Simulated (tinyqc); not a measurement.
# Changing the junction spring k_b

Model: phonon transmission through an interface between two chains by Green functions. Computed by tinyqc, a small Python program. Command: `OMP_NUM_THREADS=1 python tinyqc.py 3022773 3022774 out.jsonl agf sweep`. One thread of a shared host (Intel(R) Xeon(R) Processor @ 2.30GHz), about 0.03 s of CPU time with the checks.

Two semi-infinite chains (masses m_1, m_2; springs k_1, k_2), motion along the chain. The central region holds the end atom of each chain, joined by springs k_b. lambda = omega^2 in eV/(angstrom^2 u); nu = 15.6333042 THz x sqrt(lambda).

Inputs (values chosen for the exercise, for two model chains):
```
quantity,value,unit
mass m_1,43.9,u
spring k_1,2.62,eV/angstrom^2
mass m_2,19.5,u
spring k_2,2.2,eV/angstrom^2
probe frequency / lower band top,0.93,-
temperature T,500,K
```

Atoms in the interlayer: none.

Constants: nu for 1 eV/(angstrom^2 u) = 15.6333042 THz; h x 1 THz = 4.135667696 meV; k_B = 8.617333262e-05 eV/K; k_B = 1.380649e-23 J/K; h = 6.62607015e-34 J s.

Method:
- nu_max = 15.6333042 THz x 2 sqrt(k/m); impedance Z = sqrt(k m); long-wave transmission 4 Z_1 Z_2/(Z_1 + Z_2)^2; the probe frequency is the given share of the lower band top.
- In chain i, sin(q_i a/2) = nu/nu_max,i. An outgoing wave makes the next atom move as exp(i q_i a) times the end atom, so the lead adds the self-energy Sigma_i = -k_i exp(i q_i a) to the force-constant matrix; Gamma_i = -2 Im Sigma_i = 2 k_i sin(q_i a).
- A = lambda M - K - Sigma over the central atoms, with K_ii the sum of the springs at i, K_(i,i+1) = -k_b; G = inverse of A; transmission = Gamma_1 Gamma_2 |G_(first,last)|^2.
- Landauer conductance G = k_B int tau(nu) x^2 e^x/(e^x - 1)^2 d nu, x = h nu/(k_B T), from 0 to the lower band top (240 Gauss-Legendre points in s from 0 to 1, nu = nu_top sin(pi s/2)); tau is the transmission, and its thermal mean is G over the value for tau = 1 in the same window; the quantum is g_0 = pi^2 k_B^2 T/(3 h).

One run for each value:
```
junction spring k_b (eV/angstrom^2),conductance G (pW/K),thermal mean of the transmission,transmission,long-wave transmission
0.075,5.81,0.0560,4.473e-04,0.9416
0.140,10.73,0.1033,1.647e-03,0.9416
0.270,20.22,0.1946,6.850e-03,0.9416
0.500,35.82,0.3447,2.864e-02,0.9416
0.950,61.39,0.5908,1.473e-01,0.9416
1.800,88.17,0.8485,6.063e-01,0.9416
3.400,88.77,0.8543,6.241e-01,0.9416
6.400,81.34,0.7828,4.320e-01,0.9416
12.000,77.00,0.7411,3.451e-01,0.9416
```

Describe and explain the trends.

Over the rows, conductance G (pW/K) goes from 5.81 through a maximum among these rows, 88.8 at 3.40, to 77.0; thermal mean of the transmission goes from 0.0560 through a maximum among these rows, 0.854 at 3.40, to 0.741; transmission goes from 4.47e-4 through a maximum among these rows, 0.624 at 3.40, to 0.345. At the low end the exponent of conductance G is 0.98, close to 1: weak bonding, where the range of frequencies let through shrinks with k_b. The exponent of long-wave transmission stays at 0: long waves do not see the junction. G is largest among these rows at k_b = 3.4, against k_1 = 2.62 and k_2 = 2.2; weak bonds reflect all but the longest waves. Left out: 0.0400 (the run failed its checks).

Extremes, crossings and ranges named in words are read from the listed rows.
